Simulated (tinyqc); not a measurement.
# A discretised effective-mass wire between two leads, recursive Green functions: effect of the strength of the potential

Finite differences on a grid of step a give a chain with hopping -t, t = C/(m a^2), C = hbar^2/(2 m0), and site energies 2 t + U_i for the N = 6 sites of the device; the semi-infinite leads have site energy 2 t. Each slice is one site, and V = -t couples neighbouring slices.

Sigma = t^2 g(E - 2 t), g(x) = (x - i sqrt(4 t^2 - x^2))/(2 t^2) for |x| < 2 t and (x - sign(x) sqrt(x^2 - 4 t^2))/(2 t^2) otherwise; Gamma = i (Sigma - Sigma^dagger); both leads give the same. Forward pass: g_1 = (E - H_1 - Sigma)^(-1), g_i = (E - H_i - V g_(i-1) V^dagger)^(-1), with Sigma also subtracted on the last slice; G_(i,1) = g_i V G_(i-1,1), starting from g_1. H_i is the block of slice i, its site energy. T(E) = Tr[Gamma G_(N,1) Gamma G_(N,1)^dagger]. All U are multiplied by the factor sc.

Inputs (values chosen for the exercise):
- m = 0.042 m0 (effective mass)
- a = 1.1 nm (grid step)
- U = [0, 0.52, 0.52, 0.52, 0.52, 0] eV (potential on the sites 1 to N)
- E = 0.136 eV (energy above the band bottom of the leads)

Constants: q = 1.602176634e-19 C, hbar = 1.054571817e-34 J s, m0 = 9.1093837015e-31 kg, hbar^2/(2 m0) = 0.0380998212 eV nm^2. Results are converted to the units shown.

Result of one run:
```
sc	T(E)	reflection, modes - T(E)
0	1.0000	0
```

What becomes of these results when the scale factor of the potential sc is changed from 0 to 0.5, all else the same?

Result of the changed run:
```
sc	T(E)	reflection, modes - T(E)
0.5	0.14521	0.85479
```

The whole series:
```
sc	T(E)	reflection, modes - T(E)
0	1.0000	0
0.25	0.59984	0.40016
0.5	0.14521	0.85479
0.75	0.037411	0.96259
1	0.012126	0.98787
1.25	0.0046805	0.99532
1.5	0.0020497	0.99795
1.75	9.8655e-4	0.99901
2	5.1097e-4	0.99949
```

T(E) falls from 1.00 to 5.11e-4. At sc = 0 the device equals the leads and transmits all 1 open mode(s). Between the first two non-zero rows the reflection goes as sc^(1.09); the sc^2 of weak scattering holds only at smaller sc than these rows.

Program tinyqc, `OMP_NUM_THREADS=1 python tinyqc.py 2660012 2660013 out.jsonl`; Intel Xeon 2.30GHz, shared host, one thread, about 0.01 s.
